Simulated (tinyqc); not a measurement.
Dopant redistribution at a moving silicon-oxide interface during parabolic oxidation: one step, computed by the program tinyqc.

Uniformly doped silicon is oxidised with x_ox = sqrt(B t); the interface advances into the silicon by alpha x_ox, alpha = 0.44. The dopant does not move in the oxide, and at the interface C(silicon) = m C(oxide).

Question. Rates. D = D0 exp(-E/(k_B T)), converted with 1 cm^2/s = 3.6e11 um^2/h; B = B0 exp(-E_B/(k_B T)); s = alpha sqrt(B/(4 D)), the interface advance over 2 sqrt(D t). Temperatures in kelvin are T(C) + 273.15.

Inputs (values chosen for the exercise, modelled on phosphorus in silicon under steam):
```
quantity                         value    unit
dopant prefactor D0               4.14  cm^2/s
dopant activation energy E         3.7      eV
oxidation prefactor B0             391  um^2/h
oxidation activation energy E_B  0.772      eV
temperature T                     1150       C
time t                            0.44       h
```

Constants: k_B = 8.617333262e-05 eV/K.

Give: D; B; s; oxide thickness; diffusion length 2 sqrt(D t).

Answer.

D = 0.11764 um^2/h

B = 0.72162 um^2/h

s = 0.54488

oxide thickness = 0.56348 um

diffusion length 2 sqrt(D t) = 0.45502 um

Interface and diffusion move at similar speeds. Caution: parabolic growth needs an oxide much thicker than the Deal-Grove length A, which fails for thin films and low temperatures; oxidation-enhanced or retarded diffusion is ignored.
